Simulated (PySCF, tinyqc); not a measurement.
CCSD on RHF in the sto-6g basis, for BeH+, spin multiplicity 1, step by step. The lowest restricted solution is unstable here: a spin-polarised one lies 0.0201 hartree lower (PySCF). One step of it, computed by the program tinyqc.

Task: CCSD: starting amplitudes. t_ij^ab = <ij||ab> / (e_i + e_j - e_a - e_b), whose energy is MP2.

orbital energies (hartree): [-5.047467, -0.623506, -0.250571, -0.120221, -0.120221, 0.046091]

Two-electron integrals over orbitals (pq|rs), unique and non-zero (hartree):
```
(11|11) 2.284687    (21|11) -0.179038   (21|21) 0.023587    (22|11) 0.448887
(22|21) -0.002238   (22|22) 0.434402    (31|11) -0.174506   (31|21) 0.019679
(31|22) -0.012750   (31|31) 0.026638    (32|11) 0.096862    (32|21) -0.006067
(32|22) -0.061995   (32|31) 0.000855    (32|32) 0.076477    (33|11) 0.509653
(33|21) -0.010129   (33|22) 0.332097    (33|31) 0.001335    (33|32) 0.026862
(33|33) 0.409827    (41|41) 0.015873    (42|41) 0.014412    (42|42) 0.046977
(43|41) 0.013611    (43|42) 0.036141    (43|43) 0.046746    (44|11) 0.570111
(44|21) -0.005830   (44|22) 0.343488    (44|31) -0.005689   (44|32) 0.050499
(44|33) 0.372386    (44|44) 0.450117    (51|51) 0.015873    (52|51) 0.014412
(52|52) 0.046977    (53|51) 0.013611    (53|52) 0.036141    (53|53) 0.046746
(54|54) 0.024258    (55|11) 0.570111    (55|21) -0.005830   (55|22) 0.343488
(55|31) -0.005689   (55|32) 0.050499    (55|33) 0.372386    (55|44) 0.401601
(55|55) 0.450117    (61|11) -0.075165   (61|21) 0.013073    (61|22) 0.008063
(61|31) 0.001831    (61|32) -0.008109   (61|33) -0.013726   (61|44) -0.001847
(61|55) -0.001847   (61|61) 0.015325    (62|11) 0.134793    (62|21) -0.001003
(62|22) -0.009810   (62|31) -0.008775   (62|32) 0.059446    (62|33) -0.002873
(62|44) 0.070716    (62|55) 0.070716    (62|61) 0.006402    (62|62) 0.113754
(63|11) -0.085056   (63|21) 0.003068    (63|22) 0.056918    (63|31) -0.005110
(63|32) -0.073658   (63|33) -0.042200   (63|44) -0.044161   (63|55) -0.044161
(63|61) 0.008203    (63|62) -0.062733   (63|63) 0.090402    (64|41) 0.006168
(64|42) 0.023189    (64|43) 0.005337    (64|64) 0.021366    (65|51) 0.006168
(65|52) 0.023189    (65|53) 0.005337    (65|65) 0.021366    (66|11) 0.479763
(66|21) -0.002276   (66|22) 0.440411    (66|31) -0.011165   (66|32) -0.063919
(66|33) 0.361645    (66|44) 0.348863    (66|55) 0.348863    (66|61) 0.006832
(66|62) -0.028829   (66|63) 0.055727    (66|66) 0.472151
```

Give: Starting amplitudes; correlation energy.

Result:

Starting amplitudes (spin orbitals 1a, 1b, ...; amplitudes related by a flip of all spins are not repeated):
```
from      to          t
2a 2b  3a 3b    -0.1025
2a 2b  6a 6b    -0.0849
2a 2b  3a 6b    -0.0570
2a 2b  4a 4b    -0.0467
2a 2b  5a 5b    -0.0467
1a 1b  3a 3b    -0.0028
1a 2b  4a 4b    -0.0027
1a 2b  5a 5b    -0.0027
1a 1b  4a 4b    -0.0016
1a 1b  5a 5b    -0.0016
1a 2b  3a 6b     0.0016
1a 1b  6a 6b    -0.0015
1a 2b  3b 6a    -0.0015
1a 2b  6a 6b    -0.0011
1a 1b  3a 6b  -1.85e-04
1a 2b  3a 3b  -1.65e-04
1a 2a  3a 6a   1.22e-04
```

correlation energy = -0.029037 hartree
